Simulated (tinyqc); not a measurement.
Rutherford backscattering from a thin compound film on silicon: kinematics, yields, composition and thickness: one step, computed by the program tinyqc. Command: `OMP_NUM_THREADS=1 python tinyqc.py 3006264 3006265 out.jsonl rbs walk`. One thread of a shared host (Intel(R) Xeon(R) Processor @ 2.30GHz), about 0.01 s of CPU time with the checks.

Singly charged helium ions (Z1 = 2, M1 = 4.0026 u) enter at the tilt angle a1 to the normal and leave at a2 = |180 - theta - tilt| in the same plane. The film is A B_x.

Question. Yields. Rutherford cross section in the laboratory frame: sigma = (Z1 Z e^2/(4 pi eps_0 4E))^2 (4/sin^4 theta) (r + cos theta)^2/r, r = sqrt(1 - (M1 sin theta/M)^2), times the screening factor 1 - 0.049 Z1 Z^(4/3)/E (E in keV); 1 angstrom^2 = 1e8 barn. Counts = (charge/e) x solid angle x sigma(E_mean) x areal density of the element/cos a1, E_mean = E0 - half the energy lost on the way in; 1 barn = 1e-24 cm^2. The ratio of areas returns x = (Y_B/Y_A)(sigma_A/sigma_B), with the counting error sqrt(1/Y_A + 1/Y_B).

Inputs (values chosen for the exercise, modelled on a helium beam on WSi2):

| quantity | value | unit |
|---|---|---|
| beam energy E0 | 2 | MeV |
| scattering angle theta | 165 | degrees |
| tilt of the sample | 0 | degrees |
| heavy element: Z_A | 74 | - |
| heavy element: mass M_A | 183.8 | u |
| light element: Z_B | 14 | - |
| light element: mass M_B | 28.09 | u |
| atoms of B per atom of A, x | 2.25 | - |
| collected charge | 40 | microcoulomb |
| detector solid angle | 2.7 | msr |

energy lost on the way in = 47.37290 keV

areal density N d = 705.6 1e15 atoms/cm^2

Constants: e^2/(4 pi eps_0) = 14.39964548 eV angstrom; e = 1.602176634e-19 C.

Give: cross sections; counts; ratio of areas Y_B/Y_A; counting error of x without background.

Answer.

cross sections (barn/sr): A 7.3991, B 0.2583

counts: A 1.0829e+06, B 8.5062e+04

ratio of areas Y_B/Y_A = 0.078554

counting error of x without background = 0.35608 %

The cross sections differ by 28.6, near (Z_A/Z_B)^2 = 27.9. The silicon signal of the film runs into that of the substrate and appears as a step, not a peak. Caution: the silicon signal of the film merges with that of the substrate, so only the width of A can be read directly. Caution: film and substrate silicon overlap, so Y_B must be separated by a fit.
